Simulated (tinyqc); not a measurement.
## Threshold-voltage variability of a planar MOSFET, analytic estimates: a gate of 2 grains

Three independent sources add in quadrature: random dopants in the depleted layer, metal-gate grains of two orientations, and roughness of the two gate edges acting through the roll-off VT = VT(long) - Vr exp(-L/l). These are first-order estimates: no three-dimensional electrostatics, no percolation.

Each of 2 equal grains has the higher work function with probability p; the threshold shift is dW (j/2 - p) for j such grains, and the off current changes by exp(-shift/(n Vt)).

Inputs (values chosen for the exercise); material values close to those of silicon:
- T = 300 K (temperature)
- dW = 0.1 eV (work-function difference of the two grain orientations)
- p = 0.5 (share of the orientation of higher work function)
- n = 1.35 (subthreshold factor)

Constants: q = 1.602176634e-19 C, kB = 1.380649e-23 J/K, Vt = kB T/q. Results are converted to the units shown.

Distribution:
```
j  probability  shift (mV)  Ioff factor  probability x factor
0       0.2500      -50.00        4.190                 1.047
1       0.5000        0.00        1.000                0.5000
2       0.2500       50.00       0.2387               0.05967
```

What does the comparison show?

The standard deviation is dW sqrt(p (1 - p)/2) = 35.4 mV. The mean off current is 1.61 times the nominal one; the log-normal formula exp(s^2/(2 (n Vt)^2)) gives 1.67. Devices with j = 0, 25 % of all, carry 65 % of the mean leakage.

tinyqc, about 0.01 s, one thread, Intel Xeon 2.30GHz (shared host): `OMP_NUM_THREADS=1 python tinyqc.py 2090167 2090168 out.jsonl`
